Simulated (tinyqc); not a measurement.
Worked calculation: inverse iteration on a symmetric matrix. One step of it, computed by the program tinyqc.

Question. Step 3. solve (A - shift) w = v; v' = w/|w| with its largest component positive (the first on a tie); lambda = v'^T A v'.

A, lower triangle:
```
           1          2          3         4
1   0.772000
2   0.843000   1.131000
3  -0.226000  -0.622000   1.347000
4  -0.354000  -1.076000  -0.844000  1.669000
```

vector after step 2: 0.801736  0.065042  0.396980  0.442036

shift = 1.120000

Give: vector after step 3; Rayleigh quotient after step 3.

Answer.

vector after step 3: 0.7800  -0.1255  0.4832  0.3773

Rayleigh quotient after step 3 = 0.3654
